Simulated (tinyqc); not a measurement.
## Two channel transmissions from conductance and noise

Question. A contact has two spin-degenerate channels: G = (2 q^2/h)(T1 + T2), Fano factor F = [T1 (1 - T1) + T2 (1 - T2)]/(T1 + T2), T1 > T2. Find T1 and T2.

G in units of 2 q^2/h = 1.21
Fano factor = 0.31132231

Solution. With g = T1 + T2, T1^2 + T2^2 = g (1 - F), so (T1 - T2)^2 = 2 g (1 - F) - g^2.

T1 = 0.830
T2 = 0.380

Program tinyqc, `OMP_NUM_THREADS=1 python tinyqc.py 2740111 2740112 out.jsonl`; Intel Xeon 2.30GHz, shared host, one thread, about 0.05 s.
